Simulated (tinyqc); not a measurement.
# Magnetoresistance against angle

Conductance G = G0 (1 + P1 P2 cos(phi)) at low bias, phi the angle between the magnetisations, normalised to Rp = RA/area at phi = 0.

Values chosen for this exercise: diameter Dm = 49 nm; spin polarisation of the reference layer P1 = 0.61; spin polarisation of the free layer P2 = 0.59; resistance-area product, parallel state RA = 12.4 ohm um^2.

Results:

| phi (degree) | R (kohm) | R/Rp - 1 (%) | share of the full TMR (%) |
|---|---|---|---|
| 0 | 6.576 | 0 | 0 |
| 20 | 6.682 | 1.622 | 1.442 |
| 45 | 7.128 | 8.403 | 7.472 |
| 70 | 7.962 | 21.09 | 18.75 |
| 90 | 8.942 | 35.99 | 32.01 |
| 110 | 10.20 | 55.08 | 48.98 |
| 135 | 11.99 | 82.41 | 73.29 |
| 180 | 13.97 | 112.5 | 100.0 |

Estimate the missing row, phi = 160 degree.

Computed row:

| phi (degree) | R (kohm) | R/Rp - 1 (%) | share of the full TMR (%) |
|---|---|---|---|
| 160 | 13.51 | 105.5 | 93.80 |

With this row back in the table: R rises from 6.58 to 14.0 kohm, TMR0 = 112 %. It is the conductance that follows cos(phi), so at 90 degrees R has covered only (1 - P1 P2)/2 = 32.0 % of its range.

Program tinyqc, `OMP_NUM_THREADS=1 python tinyqc.py 2450037 2450038 out.jsonl`; Intel Xeon 2.30GHz, shared host, one thread, about 0.01 s.
